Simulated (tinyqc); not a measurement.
# Worked calculation: long-channel MOSFET, surface-potential model

tinyqc, about 0.03 s, one thread, Intel Xeon 2.30GHz (shared host): `OMP_NUM_THREADS=1 python tinyqc.py 2360018 2360019 out.jsonl` Printed values are rounded.

n-channel transistor on a uniformly doped p-type body, gradual-channel approximation, constant mobility, Boltzmann statistics, full ionisation. Potentials are counted from the neutral body; V is the electron quasi-Fermi potential, Vsb at the source and Vsb + Vds at the drain. Charges are magnitudes per area.

Values chosen for this exercise; material values close to those of silicon:
- T = 325 K (temperature)
- Eg = 1.13 eV (band gap)
- eps_r = 11.6 (relative permittivity of the semiconductor)
- Nc = 3.21e19 cm^-3 (conduction-band density of states at T)
- Nv = 2.93e19 cm^-3 (valence-band density of states at T)
- Na = 2.9e17 cm^-3 (acceptor density of the body)
- eox = 9.43 (relative permittivity of the gate insulator)
- tox = 70 nm (insulator thickness)
- Vfb = -0.45 V (flat-band voltage)
- mu = 350 cm^2/(V s) (channel mobility)
- W = 5 um (gate width)
- L = 2 um (gate length)
- Vsb = 0 V (source-body reverse bias)
- Vgs = 3.78 V (gate-source voltage)
- Vds = 0.05 V (drain-source voltage)

Constants: q = 1.602176634e-19 C, kB = 1.380649e-23 J/K, Vt = kB T/q, eps0 = 8.8541878128e-14 F/cm where lengths are in cm. Results are converted to the units shown.

## Body potential, insulator capacitance and body factor

ni = sqrt(Nc Nv) exp(-Eg/(2 Vt)), Eg in volts; phiF = Vt ln(Na/ni); Cox = eps0 eox/tox; gamma = sqrt(2 q eps0 eps_r Na)/Cox. VT = Vfb + 2 phiF + gamma sqrt(2 phiF + Vsb), m = 1 + gamma/(2 sqrt(2 phiF + Vsb)).

ni = 5.31161e10 cm^-3
phiF = 0.434460 V
Cox = 0.119279 uF/cm^2
gamma = 2.59006 V^0.5
VT = 2.83327 V
m = 2.38928

## Iteration 1: surface potential at the source by Newton steps

psi at the start (the smaller of 2 phiF + Vsb + 4 Vt and the root without inversion charge) = 0.980945 V

With V = Vsb: G = psi - Vt + Vt e, e = exp((psi - 2 phiF - Vsb)/Vt); f = Vgs + Vsb - Vfb - psi - gamma sqrt(G); f' = -1 - gamma (1 + e)/(2 sqrt(G)); psi(new) = psi - f/f'.

G = 2.48204 V
f = -0.831454 V
f' = -46.7023
psi after iteration 1 = 0.963142 V

## Iteration 2: surface potential at the source by Newton steps

As before.

G = 1.74490 V
f = -0.154477 V
f' = -30.3268
psi after iteration 2 = 0.958048 V

## Course of the iteration: surface potential at the source by Newton steps

Stop when psi changes by less than 1e-10 V, or after 40 iterations.

Course of the iteration:
```
iteration   psi (V)  |change| (V)
1          0.963142        0.0178
2          0.958048       5.09e-3
3          0.957691       3.57e-4
4          0.957690       1.63e-6
5          0.957690      3.39e-11
```

Converged in 5 iterations. At the end the number of correct digits about doubles with each step.

## Charges and current of the charge-sheet model

psi_0 = 0.957690 V
psi_L = 1.00361 V

psi_0 and psi_L solve Vgs + Vsb - Vfb - psi = gamma sqrt(G) at V = Vsb and Vsb + Vds. Qi = Cox gamma [sqrt(G) - sqrt(psi - Vt)], G = psi - Vt + Vt exp((psi - 2 phiF - V)/Vt), at both ends. With U = Vgs + Vsb - Vfb: drift = mu (W/L) Cox [U (psi_L - psi_0) - (psi_L^2 - psi_0^2)/2 - (2/3) gamma ((psi_L - Vt)^1.5 - (psi_0 - Vt)^1.5)]; diffusion = mu (W/L) Vt (Qi0 - QiL).

Qi0 = 92.4373 nC/cm^2
QiL = 79.6927 nC/cm^2
drift current = 3.45735 uA
diffusion current = 0.312314 uA
drain current = 3.76967 uA

Drift carries 91.7 % of the current.

## Inversion charge along the channel

V, point 0 to 10 (V): [0, 0.005, 0.01, 0.015, 0.02, 0.025, 0.03, 0.035, 0.04, 0.045, 0.05]

The surface potential psi at channel potential V solves Vgs + Vsb - Vfb - psi = gamma sqrt(G), G = psi - Vt + Vt exp((psi - 2 phiF - V)/Vt). Charge sheet: Qi = Cox gamma [sqrt(G) - sqrt(psi - Vt)]. Pao-Sah: Qi = (Cox gamma/2) integral from 3 Vt to psi of exp((u - 2 phiF - V)/Vt)/sqrt(G(u, V)) du.

psi, point 0 to 10 (V): [0.95769, 0.96230, 0.96691, 0.97152, 0.97612, 0.98071, 0.98530, 0.98989, 0.99447, 0.99904, 1.00361]
Qi, charge sheet, point 0 to 10 (nC/cm^2): [92.4373, 91.1486, 89.8630, 88.5805, 87.3012, 86.0251, 84.7522, 83.4824, 82.2159, 80.9527, 79.6927]
Qi, Pao-Sah, point 0 to 10 (nC/cm^2): [93.7977, 92.4845, 91.1747, 89.8682, 88.5652, 87.2656, 85.9695, 84.6768, 83.3875, 82.1018, 80.8195]

At the source the charge-sheet charge is 1.5 % below the Pao-Sah one.

## Pao-Sah current by Simpson's rule

I = mu (W/L) integral of Qi dV; Simpson's rule on the 11 points, step Vds/10, weights 1, 4, 2, ..., 4, 1 times step/3.

Pao-Sah current = 3.81850 uA

Gauss-Legendre quadrature on many points gives 3.818 uA, so this value is within 0.01 % of it; the charge-sheet current, 3.770 uA, is 1.3 % below it.
